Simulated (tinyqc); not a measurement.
From results back to parameters: pair of shallow donors (hydrogen-like orbitals). Three cases, with inputs chosen for the exercise.

Problem. The splitting D = E(-) - E(+) was computed from a hidden separation.

Each donor has the orbital exp(-r/a); energy unit Ha* = q/(eps a), q = e^2/(4 pi eps0), so that a lone donor is bound by Ha*/2; x = R/a. One electron: S = (1 + x + x^2/3) exp(-x), j = 1/x - (1 + 1/x) exp(-2x), k = (1 + x) exp(-x); levels E(+/-) = -1/2 - (j +/- k)/(1 +/- S) in Ha*, without the repulsion of the ions, split by D = |E(-) - E(+)|.

Constants: e^2/(4 pi eps0) = 14.39964547 eV angstrom.

Find: D/Ha*; x; R.

Method. D/Ha* = 2 (k - j S)/(1 - S^2) falls steadily with x in this range, so bisection finds one value.

Case 1.

Values chosen (out of a larger set: near those of two donors in GaAs; not measured data): a = 91.8 angstrom (orbital radius); eps = 13.1 (dielectric constant).

D = 0.664694 meV

Solution.

D/Ha* = 0.05551
x = 4.662
R = 428 angstrom

Case 2.

Values chosen (out of a larger set: near those of two donors in GaN; not measured data): a = 27.4 angstrom (orbital radius); eps = 9.4 (dielectric constant).

D = 1.17896 meV

Solution.

D/Ha* = 0.02109
x = 5.876
R = 161 angstrom

Case 3.

Values chosen (out of a larger set: near those of two donors in GaN; not measured data): a = 23.5 angstrom (orbital radius); eps = 9.4 (dielectric constant).

D = 0.264066 meV

Solution.

D/Ha* = 0.004051
x = 7.830
R = 184 angstrom

Computed by tinyqc, one run a case: `OMP_NUM_THREADS=1 python tinyqc.py N N+1 out.jsonl` with N = 1250947, 1251384, 1251465; one thread of a shared Intel(R) Xeon(R) Processor @ 2.30GHz, about 0.01 s a run at most.
